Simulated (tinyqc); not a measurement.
Optical transitions of a finite quantum well: sweeps and comparisons. A value that a table varies takes the place of the one given here.

Each carrier sees a square well of width L with its own depth V and masses m (inside), mb (outside); c = hbar^2/2m0, k = sqrt(m E/c), kappa = sqrt(mb (V - E)/c), and level n solves k L + 2 atan[(k/m)/(kappa/mb)] = n pi. The envelope is cos(kz) for odd n and sin(kz) for even n inside, joins exp(-kappa (|z| - L/2)) outside, and is normalised to 1. Excitons and band mixing are left out.

Constants: hbar^2/2m0 = 3.80998211 eV angstrom^2; e^2/(4 pi eps0) = 14.39964547 eV angstrom; hc = 1239.841984 eV nm.

Values chosen for the exercise (near those of a GaAs well in AlGaAs; shifted at random, so the results belong to these values and not to a real crystal): L = 153 angstrom (well width); Vc = 0.162 eV (conduction offset); me = 0.0652 m0 (electron, well); meb = 0.0836 m0 (electron, barrier); eps = 12.2 (background dielectric constant); Nss = (0.084, 0.21, 0.42, 0.84, 1.3, 1.7, 2.5) x 1e12/cm^2 (sheet densities); Eg = 1.545 eV (gap of the well); Vv = 0.09 eV (valence offset); mh = 0.362 m0 (heavy hole along z, well); mhb = 0.415 m0 (heavy hole, barrier); ml = 0.0935 m0 (light hole along z, well); mlb = 0.1097 m0 (light hole, barrier); Ls = (32, 48, 64, 77, 100, 137, 180) angstrom (widths).

## Depolarisation shift

The collective line lies at E12 sqrt(1 + a), a = 8 pi q (n1 - n2) S/(eps E12), q = e^2/(4 pi eps0), S = integral over z of (integral up to z of psi_1 psi_2)^2. Zero temperature with the mass me in both subbands: n1 - n2 = Ns until Ns reaches D E12, D = me/(2 pi c), and D E12 beyond. 1e12/cm^2 = 1e-4/angstrom^2; exchange and the static band bending by the charge are left out.

Line position:

| Ns (1e12/cm^2) | n1 - n2 | a | line (meV) | shift (meV) |
|---|---|---|---|---|
| 0.084 | 0.084 | 0.0625 | 45.48 | 1.36 |
| 0.21 | 0.210 | 0.1562 | 47.44 | 3.32 |
| 0.42 | 0.420 | 0.3124 | 50.54 | 6.42 |
| 0.84 | 0.840 | 0.6248 | 56.24 | 12.12 |
| 1.3 | 1.202 | 0.8938 | 60.71 | 16.59 |
| 1.7 | 1.202 | 0.8938 | 60.71 | 16.59 |
| 2.5 | 1.202 | 0.8938 | 60.71 | 16.59 |

S = 11.062 angstrom
E12 = 44.12 meV

What does this show?

The upward shift grows from 1.36 to 16.59 meV, 37.6 % of E12 at most. It stops moving once e2 starts to fill, at Ns = 1.20 e12/cm^2. For small a the shift is a E12/2, linear in Ns; in the last row that rule gives 19.72 meV. S/L = 0.0723, against 5/(9 pi^2) = 0.0563 for hard walls.

## Width of the well

Edge wavelength hc/(Eg + e1 + hh1), squared e1-hh1 overlap, lh1 - hh1, and the 1-2 intersubband energy with f_12 = (m1/c) E12 z_12^2, 1/m1 = <1|1/m|1> (dash: e2 unbound).

Results:

| L (angstrom) | edge (nm) | overlap^2 | lh1 - hh1 (meV) | E12 (meV) | f_12 |
|---|---|---|---|---|---|
| 32 | 741.6 | 0.9136 | 25.2 | - | - |
| 48 | 759.7 | 0.9449 | 22.3 | - | - |
| 64 | 771.2 | 0.9615 | 18.3 | 110.6 | 0.570 |
| 77 | 777.5 | 0.9699 | 15.5 | 102.1 | 0.937 |
| 100 | 784.8 | 0.9791 | 11.7 | 78.8 | 0.986 |
| 137 | 791.3 | 0.9869 | 7.9 | 51.9 | 0.977 |
| 180 | 795.2 | 0.9915 | 5.3 | 34.3 | 0.969 |

How do the results move?

The edge tunes from 742 to 795 nm, towards hc/Eg = 802 nm, while the overlap goes from 0.914 to 0.992. e2 binds at L = pi sqrt(c/(me Vc)) = 59.7 angstrom; f_12 starts from zero there and is 0.570 at 64 angstrom, the rest going to the continuum; among the widths listed it peaks at 0.986 (100 angstrom) and is 0.969 in the widest well, against 0.961 for hard walls.

## What each parameter does

Edge wavelength hc/(Eg + e1 + hh1), squared overlap of e1 and hh1, and the confinement energies. Each row changes one parameter from the base and keeps the others.

Results:

| case | edge (nm) | overlap^2 | e1 (meV) | hh1 (meV) |
|---|---|---|---|---|
| base | 793.1 | 0.9890 | 15.0 | 3.3 |
| L = 138 angstrom | 791.5 | 0.9871 | 17.5 | 4.0 |
| Eg = 1.576 eV | 777.7 | 0.9890 | 15.0 | 3.3 |
| Vc = 0.138 eV | 793.4 | 0.9848 | 14.4 | 3.3 |
| Vv = 0.108 eV | 793.0 | 0.9863 | 15.0 | 3.4 |
| me = 0.0717 m0 | 793.5 | 0.9917 | 14.2 | 3.3 |
| mh = 0.416 m0 | 793.3 | 0.9860 | 15.0 | 3.0 |
| meb = 0.1003 m0 | 793.4 | 0.9875 | 14.4 | 3.3 |

How do the results move?

The largest shifts from the base row, up to three for each result and ties (the steps differ in size, so this ranks the rows, not the parameters). edge (nm): Eg -15.4, L -1.6, me +0.4. overlap^2: Vc -0.0041, mh -0.0030, me +0.0027, Vv -0.0027; unchanged at the printed digits by Eg. e1 (meV): L +2.6, me -0.8, meb -0.6; unchanged at the printed digits by Eg, Vv and mh. hh1 (meV): L +0.6, mh -0.3, Vv +0.1; unchanged at the printed digits by Eg, Vc, me and meb.

Computed by tinyqc, a small Python program: `OMP_NUM_THREADS=1 python tinyqc.py 1252680 1252681 out.jsonl` (the numbers bound the seed that draws the inputs); one thread of a shared host (Intel(R) Xeon(R) Processor @ 2.30GHz), about 0.3 s for the whole set of steps.
